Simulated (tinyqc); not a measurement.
# p-i-n junction, non-linear Poisson equation by Newton steps: two studies

One dimension, p side on the left, n side on the right; net doping C = -Na for x < 0, 0 for 0 < x < Li and +Nd beyond. The potential psi is counted from the intrinsic level, and the quasi-Fermi potentials are flat: 0 for holes and -V for electrons, so n = ni exp((psi + V)/Vt) and p = ni exp(-psi/Vt) (Boltzmann statistics, full ionisation, no current).

Parameters, values chosen for the exercise; band and dielectric values close to those of silicon:
- T = 350 K (temperature)
- Eg = 1.13 eV (band gap)
- eps_r = 11.6 (relative permittivity)
- Nc = 3.59e19 cm^-3 (conduction-band density of states at T)
- Nv = 3.31e19 cm^-3 (valence-band density of states at T)
- Na = 1.3e17 cm^-3 (acceptor density of the p side)
- Nd = 1.7e18 cm^-3 (donor density of the n side)
- V = -0.3 V (bias of the p side against the n side)
- Li = 300 nm (width of the undoped layer, from x = 0 to Li)

Constants: q = 1.602176634e-19 C, kB = 1.380649e-23 J/K, Vt = kB T/q, eps0 = 8.8541878128e-14 F/cm where lengths are in cm. Results are converted to the units shown.

Each table varies one quantity; the others keep the values above.

## Capacitance and field against bias

The Poisson equation d/dx(eps0 eps_r dpsi/dx) = -q (p - n + C) is solved on a mesh of more than 1000 nodes that ends in neutral material (psi_p = -Vt ln(Na/ni), psi_n = Vt ln(Nd/ni) - V). C_j = q d/dV of the integral of p over x, from the linearised equation. ni = sqrt(Nc Nv) exp(-Eg/(2 Vt)), Eg in volts. Depletion approximation: Vbi = Vt ln(Na Nd/ni^2), W = sqrt(2 eps0 eps_r (Vbi - V)(1/Na + 1/Nd)/q), xp = W Nd/(Na + Nd), xn = W Na/(Na + Nd), peak field 2 (Vbi - V)/W, capacitance eps0 eps_r/W. The last column applies it to an abrupt Na-Nd junction.

Capacitance and field against bias:
```
V (V),peak |E| (kV/cm),C_j (nF/cm^2),1/C_j^2 (cm^4/uF^2),eps0 eps_r/C_j (nm),abrupt depletion C (nF/cm^2)
0.13,78.40,36.95,732.6,278.0,115.8
-1.32,94.37,30.94,1045,332.0,67.34
-2.76,120.8,28.80,1206,356.6,52.31
-4.21,152.9,27.16,1356,378.2,44.22
-5.66,187.1,25.79,1504,398.3,39.01
-7.11,221.5,24.62,1650,417.2,35.28
-8.55,254.9,23.60,1795,435.2,32.48
-10,287.4,22.70,1941,452.5,30.23
```

Read the table: what changes, and by how much?

With V going from 0.13 to -10 V, C_j falls from 36.9 to 22.7 nF/cm^2 and the peak field rises from 78.4 to 287 kV/cm. The slope of 1/C_j^2, read as N = 2/(q eps0 eps_r |slope|), gives 5.65e16 cm^-3 between the first two rows and 1.21e17 cm^-3 between the last two, against Na Nd/(Na + Nd) = 1.21e17 cm^-3; it is not a straight line, so no single doping describes it. At the end C_j goes as (Vbi - V)^(-0.27) with Vbi = 0.871 V, and it is 25 % below the abrupt depletion formula (at the first row 68 % below it).

## Effect of the width of the undoped layer

Same model as above.

The abrupt values quoted are those of these depletion formulas.

Results:
```
Li (nm),peak |E| (kV/cm),C_j (nF/cm^2),eps0 eps_r/C_j (nm)
38,150,89.6,115
53,136,85.5,120
75,120,78.5,131
150,93.8,56.7,181
210,86.4,44.8,229
300,81.7,33.6,306
```

Estimate the missing row, Li = 110 nm.

Computed row:
```
Li (nm),peak |E| (kV/cm),C_j (nF/cm^2),eps0 eps_r/C_j (nm)
110,104,67.4,152
```

With this row back in the table: As Li grows from 38 to 300 nm, the peak field falls from 150 to 81.7 kV/cm and C_j falls from 89.6 to 33.6 nF/cm^2. The abrupt depletion formulas give 210 kV/cm and W = 111 nm; the first row's field is 28 % below that and the last row's 61 % below it. The same voltage drops over a longer distance, so the field falls.

Program tinyqc, `OMP_NUM_THREADS=1 python tinyqc.py 2000084 2000085 out.jsonl`; Intel Xeon 2.30GHz, shared host, one thread, about 0.09 s.
